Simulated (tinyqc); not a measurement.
Density of states of one tight-binding band on the simple cubic lattice: one step. Energies on the mesh. Two cases, with inputs chosen for the exercise.

Question. Evaluate the band at all 64 points and collect equal values.

E(k) = -2 t (c1 + c2 + c3) - 4 t2 (c1 c2 + c2 c3 + c3 c1) with ci = cos(2 pi ki); k in fractions of the reciprocal vectors, mesh k_i = j/N with j = 0 .. N-1. Densities are per cell and per spin, so the band holds one state.

Case 1.

Values chosen: t = 1.7 eV (nearest hopping); t2 = 0.33 eV (second hopping); N = 4 (mesh points along each axis).

Case 2.

Values chosen: t = 2.36 eV (nearest hopping); t2 = -0.29 eV (second hopping); N = 4 (mesh points along each axis).

Give: Distinct energies.

Answer.

Case 1.

Distinct energies:
```
E_k (eV)  points
-14.1600       1
-8.1200        6
-3.4000       12
-2.0800        3
0.0000         8
1.3200        12
3.4000        12
4.7200         3
5.4800         6
6.2400         1
```

The 64 points give 10 distinct energies between -14.1600 and 6.2400 eV; a dense mesh gives a band from -14.160 to 6.240 eV.

Case 2.

Distinct energies:
```
E_k (eV)  points
-10.6800       1
-8.2800        6
-5.8800        3
-4.7200       12
-1.1600       12
0.0000         8
3.5600         3
4.7200        12
10.6000        6
17.6400        1
```

The 64 points give 10 distinct energies between -10.6800 and 17.6400 eV; a dense mesh gives a band from -10.680 to 17.640 eV.

Computed by tinyqc, one run a case: `OMP_NUM_THREADS=1 python tinyqc.py N N+1 out.jsonl` with N = 1652584, 1681053; one thread of a shared Intel(R) Xeon(R) Processor @ 2.30GHz, about 0.2 s a run at most.
